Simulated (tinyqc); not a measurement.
Lossy package transmission line with skin effect: two steps of the calculation.

A uniform line in a homogeneous dielectric: c = sqrt(er)/(c0 Z0), l = Z0 sqrt(er)/c0 (c0 = 299792458 m/s), g = w c td, w = 2 pi f. The resistance joins its limits as r = sqrt(r_dc^2 + r_hf^2), with r_dc = rho/(wd th), r_hf = kr rho/(2 delta (wd + th)), delta = sqrt(rho/(pi f mu0)), mu0 = 4 pi 1e-7 H/m; this is an interpolation, and internal inductance, up to 0.05 nH/mm at low frequency, is neglected.

Inputs (values chosen for the exercise):
- wd = 22 um (width of the strip)
- th = 9.6 um (thickness of the strip)
- rho = 2.2 uohm cm (resistivity)
- er = 3.9 (relative permittivity)
- td = 0.002 (loss tangent)
- Z0 = 50 ohm (lossless impedance sqrt(l/c))
- kr = 1.2 (factor for crowding and the return path)
- len = 12 mm (length)
- f = 25 GHz (frequency)

Question 1. Line constants. delta, r_dc, r_hf, r, l, c and g as defined.

Wanted: delta; r_dc; r_hf; r; l; c; g.

Answer 1.

delta = 0.47213 um
r_dc = 0.10417 ohm/mm
r_hf = 0.88476 ohm/mm
r = 0.89087 ohm/mm
l = 0.32937 nH/mm
c = 131.75 pF/m
g = 0.041390 S/m

r is 8.55 times r_dc; the skin depth is 0.0492 of the thickness.

Question 2. Propagation constant and impedance. gamma = sqrt((r + i w l)(g + i w c)) = alpha + i beta, Zc = sqrt((r + i w l)/(g + i w c)), roots with positive real part; loss 8.685889638 alpha in dB; phase velocity w/beta.

r = 0.89087069 ohm/mm
l = 0.32936815 nH/mm
c = 131.74726 pF/m
g = 0.041389623 S/m

Wanted: gamma len; Zc; loss; phase velocity over c0; r/(w l).

Answer 2.

gamma len = 0.12+12.42i
Zc = 50.00-0.38i ohm
loss = 0.08637 dB/mm
phase velocity over c0 = 0.5064
r/(w l) = 0.01722

Computed by the program tinyqc: `OMP_NUM_THREADS=1 python tinyqc.py 2810194 2810195 out.jsonl`, one thread of a shared Intel Xeon 2.30GHz, about 0.01 s for the whole run.
